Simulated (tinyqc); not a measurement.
# MOSFET in the linear regime without short-channel effects, parameter extraction from computed curves: extraction methods against the temperature

Inversion charge Q = Cox n Vt W0(exp((Vg - VT)/(n Vt))), W0 the Lambert function and n = nf; u = Q/Cox; mobility mu = mu0/(1 + th1 u + th2 u^2); channel resistance Rch = (L - dL)/(W mu Q); Id = Vd/(Rch + Rsd/W). Cox = eps0 eox/tox. Small Vd, no channel-length or drain effects.

From the continuous curve Id(Vg): tangent at peak gm (V_ext = Vg - Id/gm); constant current Id = 0.1 uA W/L; peak of d2Id/dVg2; Y = Id/sqrt(gm) drawn through Vg = VT + 0.6 and VT + 0.8 V, with intercept VT_Y and slope s. Mobilities gm,max L/(W Cox Vd) and s^2 L/(W Cox Vd) with the drawn L. Last column: share of Rsd/W in the total resistance at VT + 0.8 V.

Parameters, values chosen for the exercise; channel values of the order met in silicon transistors: relative permittivity of the gate insulator (close to silicon dioxide) eox = 3.9; insulator thickness tox = 1.4 nm; low-field mobility mu0 = 88 cm^2/(V s); first mobility attenuation factor th1 = 0.42 1/V; second mobility attenuation factor th2 = 0 1/V^2; threshold voltage VT = 0.29 V; body factor nf = 1.13; gate width W = 1 um; drawn gate length L = 1 um; drawn less effective length dL = 0.012 um; source plus drain resistance Rsd = 170 ohm um; drain voltage Vd = 0.05 V.

Constants: q = 1.602176634e-19 C, kB = 1.380649e-23 J/K, Vt = kB T/q, eps0 = 8.8541878128e-14 F/cm where lengths are in cm. Results are converted to the units shown.

Results:

| T (K) | V_ext (V) | constant current (V) | second derivative (V) | VT_Y (V) | mobility from gm (cm^2/(V s)) | mobility from Y (cm^2/(V s)) | series share (%) |
|---|---|---|---|---|---|---|---|
| 77 | 0.297 | 0.301 | 0.288 | 0.312 | 75.8 | 87.1 | 2.12 |
| 150 | 0.299 | 0.292 | 0.286 | 0.323 | 71.4 | 85.1 | 2.07 |
| 220 | 0.299 | 0.281 | 0.284 | 0.330 | 68.3 | 83.3 | 2.03 |
| 300 | 0.297 | 0.265 | 0.282 | 0.334 | 65.4 | 81.1 | 2.00 |
| 370 | 0.294 | 0.250 | 0.280 | 0.336 | 63.4 | 79.2 | 1.97 |
| 450 | 0.290 | 0.230 | 0.276 | 0.336 | 61.3 | 77.1 | 1.94 |

Estimate the missing row, T = 110 K.

Computed row:

| T (K) | V_ext (V) | constant current (V) | second derivative (V) | VT_Y (V) | mobility from gm (cm^2/(V s)) | mobility from Y (cm^2/(V s)) | series share (%) |
|---|---|---|---|---|---|---|---|
| 110 | 0.298 | 0.297 | 0.287 | 0.318 | 73.6 | 86.2 | 2.09 |

With this row back in the table: The model has VT = 0.29 V and mu0 = 88 cm^2/(V s). Over the table the extracted thresholds move by 8.3 mV (tangent), 70 mV (constant current), 12 mV (second derivative), 24 mV (Y function). The mobility from gm falls from 75.8 to 61.3 and that from Y falls from 87.1 to 77.1 cm^2/(V s).

Computed by the program tinyqc: `OMP_NUM_THREADS=1 python tinyqc.py 2210099 2210100 out.jsonl`, one thread of a shared Intel Xeon 2.30GHz, about 0.01 s for the whole run.
